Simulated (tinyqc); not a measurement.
Metal-interlayer-semiconductor contact, depinning against tunnelling resistance: one step of the calculation.

Zero bias, n-type semiconductor. Gap states at the semiconductor surface thin out as exp(-be ti), which unpins the barrier; electrons must then cross the interlayer (a rectangular barrier, no voltage drop across it) and the parabolic depleted layer, both by WKB. Energies E are counted from the Fermi level; no image force, parabolic bands.

Problem. Pinning, barrier and scales. S = 1/(1 + (1/S0 - 1) exp(-be ti)); phiB = S (phiM - chi) + (1 - S)(Eg - E0); xi = Ec - EF deep inside, from Nd = Nc F(-xi/Vt), F(x) = (2/sqrt(pi)) int_0^infinity sqrt(u) du/(1 + exp(u - x)); band bending U = phiB - xi; E00 = (hbar/2) sqrt(Nd/(eps0 eps_r mt m0)) in volts; A = 4 pi q mA m0 kB^2/h^3.

Values chosen for this exercise; semiconductor values close to those of 4H silicon carbide; interlayer mass of the order of that in lanthanum oxide, offset chosen freely:
- T = 300 K (temperature)
- Eg = 3.18 eV (band gap)
- eps_r = 9.87 (relative permittivity)
- chi = 3.58 eV (electron affinity)
- Nc = 1.7e19 cm^-3 (conduction-band density of states at T)
- mt = 0.199 m0 (tunnelling mass in the semiconductor)
- mA = 0.373 m0 (Richardson mass)
- Nd = 6.3e18 cm^-3 (donor density)
- E0 = 1.9 eV (charge-neutrality level above the valence band)
- S0 = 0.65 (pinning factor without interlayer)
- phiM = 3.88 eV (metal work function)
- ti = 1.6 nm (interlayer thickness)
- be = 2 1/nm (decay constant of gap states through the interlayer)

Constants: q = 1.602176634e-19 C, kB = 1.380649e-23 J/K, eps0 = 8.8541878128e-12 F/m, hbar = 1.054571817e-34 J s, h = 6.62607015e-34 J s, m0 = 9.1093837015e-31 kg, Vt = kB T/q. Results are converted to the units shown.

Wanted: S; phiB; xi; U; E00; A.

Solution.

S = 0.97852
phiB = 0.32105 eV
xi = 0.022293 eV
U = 0.29876 eV
E00 = 0.033252 eV
A = 44.825 A/(cm^2 K^2)

Computed by the program tinyqc: `OMP_NUM_THREADS=1 python tinyqc.py 2270045 2270046 out.jsonl`, one thread of a shared Intel Xeon 2.30GHz, about 0.02 s for the whole run.
